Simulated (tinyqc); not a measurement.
The choice of windows: band offset from the macroscopic average of a supercell potential.

A model of the planar-averaged electrostatic energy of an electron in a periodic cell of N1 periods of A (L1 = N1 n1 h) and N2 periods of B (L2 = N2 n2 h), on z_j = j h: V(z) = f VA + (1 - f) VB + F t(z), VA = V1[0] + V1[1] cos(2 pi z/(n1 h)) + V1[2] cos(4 pi z/(n1 h)), VB the same with V2, n2 and z - L1. f = [tanh(z/w) - tanh((z - L1)/w) + tanh((z - L1 - L2)/w)]/2 + 1/2; t(z) = z - L1/2 in A and (L1/L2)(L1 + L2/2 - z) beyond, so that the cell is periodic.

Running mean over n points, periodic: for odd n the plain mean of the n points centred on j; for even n the n + 1 points with half weight at both ends. The macroscopic average applies the mean over n1 points and then over n2 points.

Values chosen for the exercise (gaps near those of InAs and GaSb; not measured data):
- h = 0.25 angstrom (grid step)
- n1 = 6 (grid points per period of A)
- n2 = 6 (grid points per period of B)
- N1 = 5 (periods of A)
- N2 = 4 (periods of B)
- V1 = (-11.26, 2.32, -0.7) eV (mean and two harmonics of the potential in A)
- V2 = (-6.89, 4.46, -0.85) eV (the same in B)
- w = 0.31 angstrom (width of the interfaces)
- F = 0 eV/angstrom (slope in A from opposite charges on the two interfaces)

dV read at j = 15 and 42 after means over the numbers of points listed; ripple is the spread over the five points around each.

Results:
```
windows  dV (eV)  ripple in A (meV)  ripple in B (meV)
none      11.000               4530               5415
6 only     4.370                  0                  0
7 only     3.380                347               1138
7, 7       4.505                 92                111
6, 6       4.370                  0                  0
```

Which rows can be used, and how does a wrong window show?

The last row matches both periods and lies 0 meV from the value of a thick cell, V2[0] - V1[0] = 4.370 eV. Against it the raw potential errs by +6.63 eV. Within 20 meV of it lie: 6 only. A window one point too long leaves a ripple of 347 meV in A, against 0 meV in the last row: the ripple is the sign to look for. Rows to use, with under 30 meV of ripple in both regions once the tilt is taken off: 6 only and 6, 6. A row with a large ripple can hit the right value only by chance.

(tinyqc, `OMP_NUM_THREADS=1 python tinyqc.py 1881054 1881055 out.jsonl`, Intel(R) Xeon(R) Processor @ 2.30GHz, 1 thread, shared host, about 0.01 s.)
